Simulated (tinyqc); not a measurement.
From results back to parameters: Slater-Koster d bands of a bcc metal. Three cases, with inputs chosen for the exercise.

Problem. In a bcc d band E(t2g) = +/-((8/3) dds + (16/9) ddp + (32/9) ddd) + f2 (4 ddp + 2 ddd) and E(eg) = +/-((16/3) ddp + (8/3) ddd) + f2 (3 dds + 3 ddd), with + at Gamma and - at H = (1,0,0). ddd is given; the four levels come from hidden dds, ddp and f2.

Find: f2; dds, ddp.

Method. Half differences between Gamma and H give the first-neighbour parts and half sums the second. The eg half difference gives ddp and the t2g one dds. Since 4 ddp + 2 ddd is 3/4 of (16/3) ddp + (8/3) ddd, f2 is 4/3 of the ratio of the t2g half sum to the eg half difference; the eg half sum then serves as a check. Without ddd these four levels would not fix the three integrals.

Case 1.

Values chosen (out of a larger set: of the size met in Mo; not measured data): ddd = -0.13 eV (dd delta).

levels (eV): t2g Gamma -1.02958, eg Gamma 1.66949, t2g H 3.59086, eg H -5.44517

Solution.

f2 = 0.480

dds, ddp (eV): -1.181  0.732

Case 2.

Values chosen (out of a larger set: of the size met in Nb; not measured data): ddd = -0.072 eV (dd delta).

levels (eV): t2g Gamma -1.20230, eg Gamma 1.27374, t2g H 3.48925, eg H -4.98760

Solution.

f2 = 0.487

dds, ddp (eV): -1.199  0.623

Case 3.

Values chosen (out of a larger set: of the size met in Ta; not measured data): ddd = -0.231 eV (dd delta).

levels (eV): t2g Gamma -1.23044, eg Gamma 0.73245, t2g H 4.76600, eg H -6.75021

Solution.

f2 = 0.630

dds, ddp (eV): -1.361  0.817

Computed by tinyqc, one run a case: `OMP_NUM_THREADS=1 python tinyqc.py N N+1 out.jsonl` with N = 1451408, 1451520, 1451608; one thread of a shared Intel(R) Xeon(R) Processor @ 2.30GHz, about 0.06 s a run at most.
